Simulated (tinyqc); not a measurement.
# p-n diode with diffusion and depletion-layer recombination: currents and ideality against junction voltage

Abrupt junction in the depletion approximation, low injection, full ionisation, neutral widths fixed, ohmic contact on the p side. Vj is the junction voltage; where a series resistance Rs is given, V = Vj + J Rs is the terminal voltage.

ni = sqrt(Nc Nv) exp(-Eg/(2 Vt)), Eg in volts; D = mu Vt; Ln = sqrt(Dn tn), Lp = sqrt(Dp tp); J0n = q ni^2 Dn coth(wp/Ln)/(Ln Na); J0p = (q ni^2 Dp/(Lp Nd)) (s + tanh(wn/Lp))/(1 + s tanh(wn/Lp)), s = Sp Lp/Dp. J_diff = (J0n + J0p)(exp(Vj/Vt) - 1). Vbi = Vt ln(Na Nd/ni^2), W = sqrt(2 eps0 eps_r (Vbi - Vj)(1/Na + 1/Nd)/q), xp = W Nd/(Na + Nd), xn = W Na/(Na + Nd); u(x) = q Na (x + xp)^2/(2 eps0 eps_r) for x < 0 and Vbi - Vj - q Nd (xn - x)^2/(2 eps0 eps_r) for x > 0; p = Na exp(-u/Vt), n = Nd exp((u - Vbi + Vj)/Vt); U = ni^2 (exp(Vj/Vt) - 1)/(tp (n + ni exp(Et/Vt)) + tn (p + ni exp(-Et/Vt))); J_scr = q times the integral of U from -xp to xn. J = J_diff + J_scr. Ideality = (1/Vt) dVj/d ln J or (1/Vt) dV/d ln J; last column ni^2 exp(Vj/Vt)/N^2.

Values chosen for this exercise; band and dielectric values close to those of indium phosphide: temperature T = 325 K; band gap Eg = 1.35 eV; relative permittivity eps_r = 12.7; conduction-band density of states at T Nc = 6.49e17 cm^-3; valence-band density of states at T Nv = 1.25e19 cm^-3; acceptor density Na = 1.8e17 cm^-3; donor density Nd = 3.9e15 cm^-3; electron mobility in the p side mun = 1800 cm^2/(V s); hole mobility in the n side mup = 210 cm^2/(V s); electron lifetime tn = 3e-6 s; hole lifetime tp = 2e-7 s; neutral width of the p side wp = 8.7 um; neutral width of the n side wn = 27 um; recombination velocity at the n contact Sp = 1e7 cm/s; series resistance Rs = 0.00038 ohm cm^2; trap level above the intrinsic level Et = 0 eV.

Constants: q = 1.602176634e-19 C, kB = 1.380649e-23 J/K, Vt = kB T/q, eps0 = 8.8541878128e-14 F/cm where lengths are in cm. Results are converted to the units shown.

Result of one run:

| Vj (V) | J_diff (A/cm^2) | J_scr (A/cm^2) | J (A/cm^2) | V (V) | ideality against Vj | ideality against V | minority/doping, lighter side |
|---|---|---|---|---|---|---|---|
| 0.43 | 1.219e-8 | 1.191e-7 | 1.313e-7 | 0.4300 | 1.738 | 1.738 | 2.888e-9 |

What becomes of these results when the junction voltage at which recombination is evaluated Vj is changed from 0.43 to 0.68 V, all else the same?

Result of the changed run:

| Vj (V) | J_diff (A/cm^2) | J_scr (A/cm^2) | J (A/cm^2) | V (V) | ideality against Vj | ideality against V | minority/doping, lighter side |
|---|---|---|---|---|---|---|---|
| 0.68 | 9.178e-5 | 1.581e-5 | 1.076e-4 | 0.6800 | 1.067 | 1.067 | 2.174e-5 |

The whole series:

| Vj (V) | J_diff (A/cm^2) | J_scr (A/cm^2) | J (A/cm^2) | V (V) | ideality against Vj | ideality against V | minority/doping, lighter side |
|---|---|---|---|---|---|---|---|
| 0.27 | 4.026e-11 | 5.820e-9 | 5.860e-9 | 0.2700 | 1.882 | 1.882 | 9.538e-12 |
| 0.35 | 7.006e-10 | 2.625e-8 | 2.695e-8 | 0.3500 | 1.852 | 1.852 | 1.660e-10 |
| 0.43 | 1.219e-8 | 1.191e-7 | 1.313e-7 | 0.4300 | 1.738 | 1.738 | 2.888e-9 |
| 0.51 | 2.121e-7 | 5.496e-7 | 7.617e-7 | 0.5100 | 1.498 | 1.498 | 5.025e-8 |
| 0.6 | 5.275e-6 | 3.173e-6 | 8.448e-6 | 0.6000 | 1.202 | 1.202 | 1.250e-6 |
| 0.68 | 9.178e-5 | 1.581e-5 | 1.076e-4 | 0.6800 | 1.067 | 1.067 | 2.174e-5 |
| 0.76 | 0.001597 | 8.375e-5 | 0.001681 | 0.7600 | 1.021 | 1.021 | 3.783e-4 |
| 0.84 | 0.02779 | 4.440e-4 | 0.02823 | 0.8400 | 1.007 | 1.008 | 0.006583 |
| 0.92 | 0.4835 | 0.001419 | 0.4850 | 0.9202 | 1.002 | 1.009 | 0.1146 |

The ideality against Vj falls from 1.88 to 1.00. Diffusion overtakes recombination in the layer between Vj = 0.51 and 0.6 V. J_scr alone has an ideality of 1.90 between the first two rows and 2.46 between the last two. Rows from Vj = 0.92 V on lie beyond low injection.

Computed by the program tinyqc: `OMP_NUM_THREADS=1 python tinyqc.py 2260142 2260143 out.jsonl`, one thread of a shared Intel Xeon 2.30GHz, about 0.01 s for the whole run.
